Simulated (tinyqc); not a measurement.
Effective charge: two electrons on one impurity (helium-like model).

Units Ha* = 2 Ry m/eps^2 and a* = a0 eps/m. One electron is bound by Z^2/2. Two electrons in the singlet built from exp(-a r) and exp(-b r): S = 8 (ab)^(3/2)/(a + b)^3, h_aa = a^2/2 - Z a, h_bb alike, h_ab = S (ab/2 - Z (a + b)/2), J = ab (a^2 + 3ab + b^2)/(a + b)^3, K = 20 (ab)^3/(a + b)^5, E = (h_aa + h_bb + 2 S h_ab + J + K)/(1 + S^2). For a = b this is a^2 - 2 Z a + 5a/8. Real double donors are deeper, since the central cell is left out.

Inputs chosen for the exercise (out of a larger set: near those of impurities in 3C SiC; not measured data): m = 0.339 m0 (one mean mass); eps = 9.5 (dielectric constant); Zs = (1, 1.04, 1.25, 1.67, 1.86, 2.82, 3.44) (charges).

Ha* = 102.2123 meV

Binding of the first electron, of the second (-E - Z^2/2) with equal and with unequal orbitals, and U, the first less the second (unequal).

Results (meV):
```
Z     first  second, equal  second, unequal   a/b      U  U/(Z Ha*)
1.00   51.1          -2.79             1.36  3.67   49.7      0.487
1.04   55.3          -1.18             2.79  3.32   52.5      0.494
1.25   79.9           9.98            13.40  2.52   66.5      0.520
1.67  142.5          45.83            48.84  2.02   93.7      0.549
1.86  176.8          67.97            70.88  1.90  105.9      0.557
2.82  406.4         236.25           238.94  1.61  167.5      0.581
3.44  604.8         394.99           397.62  1.53  207.2      0.589
```

Equal orbitals bind a second electron only above Z = (5/16)/(1 - 1/sqrt2) = 1.067; unequal ones do so in 7 of the 7 rows. Their gain is 4.15 meV in the first row and 2.62 in the last, while the second binding grows to 398 meV, so the gain decides the matter only near Z = 1. U grows almost linearly with Z: U/(Z Ha*) goes from 0.487 to 0.589, towards 5/8, while the first binding grows as Z^2. Angular correlation is left out: at Z = 1 this function binds the second electron by 0.0133 Ha*, half the exact 0.0278.

Computed by tinyqc, a small Python program: `OMP_NUM_THREADS=1 python tinyqc.py 1280204 1280205 out.jsonl` (the numbers bound the seed that draws the inputs); one thread of a shared host (Intel(R) Xeon(R) Processor @ 2.30GHz), about 0.04 s for the whole set of steps.
